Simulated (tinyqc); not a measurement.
# Quantum point contact as a saddle point with Zeeman splitting: two studies

Potential V0 - m wx^2 x^2/2 + m wy^2 y^2/2; energies are counted from V0. Mode n = 0, 1, ... transmits T_n(E) = 1/(1 + exp(-2 pi (E - E_n)/wx)), E_n = wy (n + 1/2) +/- Ez/2 for the two spins, Ez = gs muB B, muB = q hbar/(2 m0); each spin carries q^2/h.

Parameters, values chosen for the exercise:

| symbol | value | unit | meaning |
|---|---|---|---|
| T | 1.5 | K | temperature |
| wy | 2.4 | meV | transverse quantum hbar wy |
| wx | 1.1 | meV | curvature of the barrier hbar wx |
| gs | 4.9 |  | size of the g factor |
| B | 12 | T | in-plane magnetic field |

Constants: q = 1.602176634e-19 C, kB = 1.380649e-23 J/K, hbar = 1.054571817e-34 J s, m0 = 9.1093837015e-31 kg, Vt = kB T/q. Results are converted to the units shown.

Each table varies one quantity; the others keep the values above.

## Conductance steps

g(T) = int g(E) (-df/dE) dE = int g(mu + x kB T) dx/(4 cosh^2(x/2)), g(E) the zero-temperature value at E, g = G/(2 q^2/h).

Result of one run:
```
mu (meV)	g at T = 0	g(T)	dg/dmu (1/meV)
4.71	1.973	1.963	0.4209
```

What becomes of these results when the Fermi level above the saddle point mu is changed from 4.71 to 3 meV, all else the same?

Result of the changed run:
```
mu (meV)	g at T = 0	g(T)	dg/dmu (1/meV)
3	1.318	1.301	0.5397
```

The whole series:
```
mu (meV)	g at T = 0	g(T)	dg/dmu (1/meV)
0	0.4731	0.4526	0.2040
0.43	0.4977	0.4943	0.03302
0.86	0.5011	0.5029	0.02163
1.29	0.5151	0.5297	0.1369
1.71	0.6278	0.6541	0.4765
2.14	0.9059	0.8856	0.4959
2.57	1.055	1.072	0.4509
3	1.318	1.301	0.5397
3.43	1.480	1.466	0.2291
3.86	1.536	1.557	0.2829
4.29	1.745	1.749	0.5674
4.71	1.973	1.963	0.4209
5.14	2.138	2.156	0.5361
5.57	2.412	2.384	0.4200
6	2.500	2.500	0.1868
```

g rises from 0.453 to 2.50. The slope is smallest, 0.0216 per meV, at mu = 0.86 meV (g = 0.503) and largest, 0.567, at 4.29 meV among the rows after the first. A riser is wx/(2 pi) = 0.175 meV wide by tunnelling and kB T = 0.129 meV by heat, against the spacing wy = 2.4 meV and Ez = 3.40 meV.

## Spin splitting of the first step

Same model as above.

Spin splitting of the first step:
```
B (T)	Ez (meV)	g at mu = wy/2	dg/dmu there (1/meV)
0	0	0.5000	1.088
1.1	0.3120	0.5000	0.9810
2.2	0.6240	0.5000	0.7284
3.3	0.9360	0.5000	0.4590
4.4	1.248	0.5001	0.2549
5.4	1.532	0.5001	0.1381
6.5	1.844	0.5003	0.06722
7.6	2.156	0.5007	0.03389
```

Read the table: what changes, and by how much?

At the middle of the first riser g stays near 1/2, while the slope falls from 1.09 to 0.0339 1/meV. It is below a fifth of its zero-field value from B = 5.4 T on, where Ez = 1.53 meV exceeds the width of the riser, about 1/slope = 0.920 meV at zero field: a plateau at q^2/h has formed.

Range of the model: Orbital effects of the in-plane field and interactions (such as the 0.7 feature) are left out.

Computed by the program tinyqc: `OMP_NUM_THREADS=1 python tinyqc.py 2740115 2740116 out.jsonl`, one thread of a shared Intel Xeon 2.30GHz, about 0.08 s for the whole run.
